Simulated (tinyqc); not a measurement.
Worked calculation: donor level screened by free carriers (Yukawa potential). Values are carried at full precision from step to step, so a last printed digit may differ when a step is redone from the rounded ones.

Screening wave number: Debye ks^2 = 4 pi q n/(eps kB T); Thomas-Fermi ks^2 = 6 pi q n/(eps EF) with EF = c (3 pi^2 n/gv)^(2/3)/m, c = hbar^2/2m0; the two are joined by 1/ks^2 = sqrt(1/ks_D^4 + 1/ks_TF^4). 1e18/cm^3 = 1e-6/angstrom^3, q = e^2/(4 pi eps0).

Constants: e^2/(4 pi eps0) = 14.39964547 eV angstrom; kB = 8.617333262e-05 eV/K; hbar^2/2m0 = 3.80998211 eV angstrom^2; Ry = 13.60569312 eV; a0 (Bohr radius) = 0.5291772105 angstrom.

Values chosen for the exercise (near those of a donor in 4H SiC, with one mean mass; the results hold for these values, not for the real material): m = 0.404 m0 (mass); eps = 9.7 (dielectric constant); gv = 3 (valleys); T = 400 K (temperature); n = 2.4 x 1e18/cm^3 (free-carrier density).

## Units and screening length

Give Ry* = Ry m/eps^2, a* = a0 eps/m, EF, the three values of ks, and x = ks a*.

Ry* = 58.420 meV
a* = 12.71 angstrom
EF = 7.78 meV

ks: Debye, Thomas-Fermi, joined (1/angstrom): [0.03604, 0.09292, 0.03584]

x = 0.4554

EF/kB T = 0.23, so the Debye value, the smaller one, controls the screening.

## One-parameter trial function

Potential -(q/(eps r)) exp(-ks r), q = e^2/(4 pi eps0). In units Ry* = Ry m/eps^2 and a* = a0 eps/m the problem is [-Laplacian - 2 exp(-x r)/r] psi = E psi with x = ks a*.

For exp(-z r): E(z) = z^2 - 8 z^3/(2z + x)^2 in Ry*. Scan z = 0.5, 0.6, ..., 1.1, then minimise; first order gives -1 + 2x.

Scan (Ry*):
```
z    kinetic  potential        E
0.5   0.2500    -0.4721  -0.2221
0.6   0.3600    -0.6306  -0.2706
0.7   0.4900    -0.7971  -0.3071
0.8   0.6400    -0.9696  -0.3296
0.9   0.8100    -1.1465  -0.3365
1.0   1.0000    -1.3270  -0.3270
1.1   1.2100    -1.5102  -0.3002
```

best z = 0.893
E = -0.3366 Ry*
binding = 19.66 meV

First order in x would give -0.089 Ry*, a rigid shift by q ks/eps; it overstates the loss of binding by 0.247 Ry*.

## Converged levels

Converged values use 18 functions exp(-z r), z = 1.55^i, i = -11 to 6: S = 2/A^3, H = z_i z_j S - 2/(A + x)^2, A = z_i + z_j.

The 1s and 2s levels and the mean radius.

1s = -0.3390 Ry*
binding = 19.80 meV
<r> = 22.2 angstrom
second root = 0.0000 Ry*

The trial function misses by 0.0024 Ry*. Screening leaves 34 % of the bare binding, 0.57 kB T. 2s is no longer bound (it unbinds at x = 0.310).

## Checks

- 1s at x = 0.5 against the known -0.29623 Ry*: both -0.29623.
- 1s at x = 0 against -1: both -1.00000.

(tinyqc, `OMP_NUM_THREADS=1 python tinyqc.py 1251473 1251474 out.jsonl`, Intel(R) Xeon(R) Processor @ 2.30GHz, 1 thread, shared host, about 0.01 s.)
